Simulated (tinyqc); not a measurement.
Monte Carlo simulation of one carrier in a uniform electric field: one step, computed by the program tinyqc.

The force e F acts along +z. Flights end at the constant total rate Gamma; the part of Gamma that the real rates do not fill is self-scattering, which leaves k unchanged. One valley, no impurities and no intervalley scattering.

Problem. Flight 1. Kane band: hbar^2 k^2/(2 m) = E (1 + alpha E), speed v = hbar k/(m (1 + 2 alpha E)), states per spin, volume and energy g(E) = m k (1 + 2 alpha E)/(2 pi^2 hbar^2); overlap factors are set to 1. Masses are multiplied by m_0 and all formulas are in SI units. Flight: t = -ln(r1)/Gamma; k_z grows by e F t/hbar; E follows from the band; dz = (E_end - E_start)/(e F). Use row 1 of the random numbers.

Inputs (values chosen for the exercise, modelled on GaSb):
```
quantity                 value   unit
effective mass m        0.0424    m_0
non-parabolicity alpha     1.3   1/eV
lattice temperature T      350      K
electric field F          0.23  kV/cm
```

Crystal: polar. Band: Kane.

starting wave vector (1/nm): 0.25  -0.04  0.17

Random numbers (0.02 to 0.98, from up to 60 sets tried for early real events), one row a flight:
```
       r1      r2      r3      r4
1  0.0858  0.6353  0.7667  0.9053
2  0.6702  0.3391  0.4694  0.7904
3  0.4088  0.5038  0.3757  0.3326
4  0.8305  0.2384  0.5492  0.4048
5  0.5477  0.9391  0.5666  0.7428
6  0.6758  0.7866  0.0788  0.8530
7  0.1234  0.8802  0.8590  0.4648
```

Gamma = 10.01653 1e12/s

Constants: e = 1.602176634e-19 C; hbar = 1.054571817e-34 J s; m_0 = 9.1093837015e-31 kg.

Give: flight time t; k at the end of the flight; energy at the end; displacement dz.

Solution.

flight time t = 245.2 fs

k at the end of the flight (1/nm): 0.2500  -0.0400  0.1786

energy at the end = 78.28 meV

displacement dz = 97.17 nm
